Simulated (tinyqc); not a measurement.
Ferroelectric hysteresis, discrete Preisach model: two steps of the calculation.

25 bistable elements (j, k) switch to +1 when V reaches u_j and to -1 when V falls to -u_k, and keep their state between. P = Ps sum w_jk s_jk. All elements start at -1. No time dependence and no dielectric part.

Inputs (values chosen for the exercise): saturation polarisation Ps = 25 uC/cm^2; mean coercive voltage Vc = 1.9 V; spread of the switching voltages sg = 1.1 V; list of the u_j up = [0.4, 1.2, 2, 2.8, 3.6] V; correlation of up and down voltages cr = 0.8.

Problem 1. Weights. w_jk is proportional to exp[-(a_j^2 + a_k^2 - 2 cr a_j a_k)/(2 (1 - cr^2))], a_j = (u_j - Vc)/sg, and the weights sum to one.

Find: w.

Solution 1.

w:
```
        d=-0.4   d=-1.2     d=-2   d=-2.8   d=-3.6
u=0.4  0.05522  0.04595  0.00880  0.00039  0.00000
u=1.2  0.04595  0.12388  0.07685  0.01097  0.00036
u=2    0.00880  0.07685  0.15443  0.07140  0.00760
u=2.8  0.00039  0.01097  0.07140  0.10695  0.03686
u=3.6  0.00000  0.00036  0.00760  0.03686  0.04116
```

Problem 2. The voltage goes to -0.8 V. Rows with u_j <= V turn to +1; columns with V <= -u_k turn to -1; P = Ps sum w s.

states after step 3:
```
       d=-0.4  d=-1.2  d=-2  d=-2.8  d=-3.6
u=0.4       1       1     1       1       1
u=1.2       1       1     1       1       1
u=2         1       1     1       1       1
u=2.8      -1      -1    -1      -1      -1
u=3.6      -1      -1    -1      -1      -1
```

w:
```
           d=-0.4      d=-1.2        d=-2      d=-2.8      d=-3.6
u=0.4  0.05521542  0.04595155  0.00879950  0.00038773  0.00000393
u=1.2  0.04595155  0.12388120  0.07684733  0.01096908  0.00036027
u=2    0.00879950  0.07684733  0.15442503  0.07140435  0.00759713
u=2.8  0.00038773  0.01096908  0.07140435  0.10695404  0.03686276
u=3.6  0.00000393  0.00036027  0.00759713  0.03686276  0.04115703
```

V = -0.8 V

Give: states after step 4; P after step 4.

Solution 2.

states after step 4:
```
       d=-0.4  d=-1.2  d=-2  d=-2.8  d=-3.6
u=0.4      -1       1     1       1       1
u=1.2      -1       1     1       1       1
u=2        -1       1     1       1       1
u=2.8      -1      -1    -1      -1      -1
u=3.6      -1      -1    -1      -1      -1
```

P after step 4 = 3.8737 uC/cm^2

Numbers from tinyqc (`OMP_NUM_THREADS=1 python tinyqc.py 2860107 2860108 out.jsonl`; about 0.01 s on one thread of a shared Intel Xeon 2.30GHz).
